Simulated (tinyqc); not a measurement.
# MOSFET in the linear regime without short-channel effects, parameter extraction from computed curves: extraction methods against the body factor

Inversion charge Q = Cox n Vt W0(exp((Vg - VT)/(n Vt))), W0 the Lambert function and n = nf; u = Q/Cox; mobility mu = mu0/(1 + th1 u + th2 u^2); channel resistance Rch = (L - dL)/(W mu Q); Id = Vd/(Rch + Rsd/W). Cox = eps0 eox/tox. Small Vd, no channel-length or drain effects.

From the continuous curve Id(Vg): tangent at peak gm (V_ext = Vg - Id/gm); constant current Id = 0.1 uA W/L; peak of d2Id/dVg2; Y = Id/sqrt(gm) drawn through Vg = VT + 0.6 and VT + 0.8 V, with intercept VT_Y and slope s. Mobilities gm,max L/(W Cox Vd) and s^2 L/(W Cox Vd) with the drawn L. Last column: share of Rsd/W in the total resistance at VT + 0.8 V.

Inputs (values chosen for the exercise); channel values of the order met in silicon transistors: temperature T = 300 K; relative permittivity of the gate insulator (close to hafnium oxide) eox = 22; insulator thickness tox = 4.8 nm; low-field mobility mu0 = 210 cm^2/(V s); first mobility attenuation factor th1 = 0.45 1/V; second mobility attenuation factor th2 = 0 1/V^2; threshold voltage VT = 0.42 V; gate width W = 0.5 um; drawn gate length L = 1.5 um; drawn less effective length dL = 0.004 um; source plus drain resistance Rsd = 410 ohm um; drain voltage Vd = 0.05 V.

Constants: q = 1.602176634e-19 C, kB = 1.380649e-23 J/K, Vt = kB T/q, eps0 = 8.8541878128e-14 F/cm where lengths are in cm. Results are converted to the units shown.

Extraction methods against the body factor:
```
nf,V_ext (V),constant current (V),second derivative (V),VT_Y (V),mobility from gm (cm^2/(V s)),mobility from Y (cm^2/(V s)),series share (%)
1,0.422,0.360,0.412,0.463,148,194,11.2
1.1,0.421,0.351,0.411,0.464,146,192,11.1
1.2,0.419,0.342,0.410,0.465,144,191,11.1
1.3,0.418,0.333,0.409,0.465,142,189,11.0
1.4,0.416,0.323,0.407,0.466,140,187,11.0
1.5,0.414,0.314,0.406,0.466,138,186,10.9
1.6,0.413,0.304,0.405,0.466,136,184,10.9
1.7,0.411,0.294,0.404,0.466,134,182,10.8
```

The model has VT = 0.42 V and mu0 = 210 cm^2/(V s). Over the table the extracted thresholds move by 11 mV (tangent), 67 mV (constant current), 8.0 mV (second derivative), 3.9 mV (Y function). The mobility from gm falls from 148 to 134 and that from Y falls from 194 to 182 cm^2/(V s).

tinyqc, about 0.01 s, one thread, Intel Xeon 2.30GHz (shared host): `OMP_NUM_THREADS=1 python tinyqc.py 2210115 2210116 out.jsonl`
